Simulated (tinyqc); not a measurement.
Fitting sp3s* parameters to three gaps by Newton steps, step by step. Values are carried at full precision from step to step, so a last printed digit may differ when a step is redone from the rounded ones.

sp3s* tight binding, nearest neighbours only: anion (a) at 0, cation (c) at a/4 (1,1,1), orbitals s, px, py, pz, s* on each; k in units of 2 pi/a. With phases e_j = exp(i (pi/2) k.n_j) for n = (1,1,1), (1,-1,-1), (-1,1,-1), (-1,-1,1): g0 = (e1+e2+e3+e4)/4, g1 = (e1+e2-e3-e4)/4, g2 = (e1-e2+e3-e4)/4, g3 = (e1-e2-e3+e4)/4. The diagonal holds the levels Esa, Epa, Exa (s*) and Esc, Epc, Exc. Anion-cation block: <sa|sc> = Vss g0; <sa|xc> = Vsapc g1; <xa|sc> = -Vscpa g1; <xa|xc> = Vxx g0; <xa|yc> = <ya|xc> = Vxy g3, <xa|zc> = <za|xc> = Vxy g2, <ya|zc> = <za|yc> = Vxy g1; <s*a|xc> = Vxapc g1; <xa|s*c> = -Vpaxc g1; y and z take g2 and g3 in place of g1; s-s* and s*-s* vanish.

Gaps are level 5 at Gamma, X = (1,0,0) and L = (1/2,1/2,1/2) less level 4 at Gamma; no spin-orbit coupling. Free parameters: Esc, Vxapc and Vpaxc. H is linear in them, so by Hellmann-Feynman J_ij = <u|dH/dp_j|u> for level 5 at point i less the same for level 4 at Gamma. Newton: p(new) = p + J^-1 (target - gaps); stop when all misses are below 1e-7 eV.

Values chosen for the exercise (out of a larger set: near a published set for InP, fitted to gaps, whose masses and valley positions are rough; not measured data): p = (-8.498, 0.877, -1.488, 4.042, 8.287, 7.07, -5.344, 1.873, 4.222, 2.222, 5.568, 3.468, 4.465) eV (start, order Esa, Epa, Esc, Epc, Exa, Exc, Vss, Vxx, Vxy, Vsapc, Vscpa, Vxapc, Vpaxc); tg = (1.5832, 2.6735, 2.0368) eV (target gaps at Gamma, X, L).

## Gaps of the starting set

Compute the gaps and the misses.

gaps (eV): Gamma 1.3904, X 2.4300, L 1.8747

target less gap (eV): Gamma 0.1928, X 0.2435, L 0.1621

## The Jacobian

Form J and its singular values.

J, rows Gamma, X, L; columns Esc, Vxapc, Vpaxc:
```
[[0.7742, 0.0000, 0.0000],
 [0.0000, -0.8513, 0.0000],
 [0.3920, -0.2704, -0.1078]]
```

singular values: [0.9416, 0.8170, 0.0924]

The gap at Gamma answers to Esc. The condition number is 10.2.

## The first Newton step

Solve J dp = target less gap; the columns of J are Esc, Vxapc and Vpaxc.

dp (eV): Esc 0.249, Vxapc -0.286, Vpaxc 0.119

## The iteration

Repeat with J formed anew.

Newton steps (eV):
```
i      Esc   Vxapc   Vpaxc   Gamma       X       L  largest miss
0  -1.4880  3.4680  4.4650  1.3904  2.4300  1.8747          0.24
1  -1.2390  3.1819  4.5841  1.5840  2.6710  2.0350        0.0025
2  -1.2401  3.1790  4.5712  1.5832  2.6735  2.0368       4.1e-07
3  -1.2401  3.1790  4.5712  1.5832  2.6735  2.0368       7.2e-14
```

Converged in 3 steps; the miss goes 0.24, 0.0025, 4.1e-07, 7.2e-14, about squaring each time once it is small. The largest change is 0.289 eV in Vxapc, for a first miss of 0.244 eV.

## Checks

- J by Hellmann-Feynman against central differences: largest difference 1.9e-10.

Run: tinyqc, `OMP_NUM_THREADS=1 python tinyqc.py 1452481 1452482 out.jsonl`; Intel(R) Xeon(R) Processor @ 2.30GHz, one thread, shared host; about 0.2 s of CPU time with all checks.
